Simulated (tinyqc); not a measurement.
A particle near a wafer in liquid: double-layer and van der Waals forces (DLVO), deposition barrier and removal: one step, computed by the program tinyqc. Command: `OMP_NUM_THREADS=1 python tinyqc.py 3110705 3110706 out.jsonl dlvo walk`. One thread of a shared host (Intel(R) Xeon(R) Processor @ 2.30GHz), about 0.01 s of CPU time with the checks.

Sphere and flat wall, Derjaguin approximation, constant potentials in the linear-superposition form, no retardation and no hydration force.

Question. Screening. kappa^2 = 2 z^2 e^2 N_A (1000 c)/(eps eps_0 k_B T); gamma_i = tanh(z e psi_i/(4 k_B T)); Z = 64 pi eps eps_0 (k_B T/(z e))^2 gamma_1 gamma_2.

Inputs (values chosen for the exercise, of the order of those for alumina on silica in water): particle radius R = 290 nm; potential of the particle psi_1 = -51 mV; potential of the wafer psi_2 = -48 mV; salt concentration c = 0.00062 mol/L; valence z of the symmetric salt = 1; temperature T = 293 K; dielectric constant of the liquid = 80.2.

Constants: e = 1.602176634e-19 C; N_A = 6.02214076e+23 1/mol; eps_0 = 8.8541878128e-12 F/m; k_B = 1.380649e-23 J/K; k_B = 8.617333262e-05 eV/K.

Give: kappa; Debye length; gamma_1; gamma_2; Z; kappa R.

Answer.

kappa = 0.08169 1/nm

Debye length = 12.24 nm

gamma_1 = -0.4660

gamma_2 = -0.4424

Z = 18.77 pN

kappa R = 23.69

Like signs: the double layers repel.
